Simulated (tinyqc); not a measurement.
Phonon-assisted absorption at an indirect gap, step by step. Values are carried at full precision from step to step, so a last printed digit may differ when a step is redone from the rounded ones.

alpha(E) = sum_j A_j [N_j (E - Eg + w_j)^2 + (N_j + 1)(E - Eg - w_j)^2], each bracket counted only where its base is positive; N_j = 1/(exp(w_j/kB T) - 1). The first term absorbs a phonon and the second emits one; excitons and direct transitions are left out.

Constants: kB = 8.617333262e-05 eV/K.

Inputs chosen for the exercise (loosely those of Si at room temperature; Eg is not tied to T; the results hold for these values, not for the real material): Eg = 1.138 eV (indirect gap, held fixed unless listed); w = (59.3, 18.4) meV (two zone-edge phonons); A = (3700, 660) 1/(cm eV^2) (their strengths); T = 77 K; E = 1.475 eV (photon energy); nr = 3.56 (refractive index); d = 73 micrometre (thickness); xj = 0.19 micrometre (dead layer at the surface); W = 3.5 micrometre (depleted width); L = 110 micrometre (minority diffusion length below it).

## The four branches at one energy

Evaluate the occupations and each term.

N_j: 0.0001315  0.06664

terms with phonon absorption (1/cm): 0.07639  5.555

terms with phonon emission (1/cm): 285.4  71.46

alpha = 362.5 1/cm
wavelength hc/E (hc = 1239.841984 eV nm) = 840.6 nm

Phonon absorption supplies 1.6 % of alpha; the depth 1/alpha is 27.6 micrometre.

## What a slab does with it

Slab of thickness d in air, incoherent passes: R = ((nr - 1)/(nr + 1))^2, x = exp(-alpha d); transmitted Tr = (1 - R)^2 x/(1 - R^2 x^2), reflected Rt = R + (1 - R)^2 R x^2/(1 - R^2 x^2), absorbed Ab = (1 - R)(1 - x)/(1 - R x).

d in cm is 1e-4 times the value in micrometres.

R = 0.3152
x = 0.0709
Tr = 0.0333
Rt = 0.3159
Ab = 0.6508

A single pass would absorb (1 - R)(1 - x) = 0.6362; the back face adds 0.0146.

## Quantum efficiency of a diode

Photodiode (Gaertner form with a dead layer): QE = (1 - R) exp(-alpha xj) [1 - exp(-alpha W)/(1 + alpha L)], R = ((nr - 1)/(nr + 1))^2; responsivity = QE/E in A/W for E in eV.

Evaluate the factors; 1 micrometre = 1e-4 cm.

passes the dead layer = 0.9931
collected share = 0.8234
QE = 0.5600
responsivity = 0.3797 A/W

Without diffusion from below the collected share would be 0.1191.

## Checks

- Tr + Rt + Ab against 1: both 1.000000.

tinyqc: `OMP_NUM_THREADS=1 python tinyqc.py 1682549 1682550 out.jsonl`; about 0.01 s, one thread, shared Intel(R) Xeon(R) Processor @ 2.30GHz.
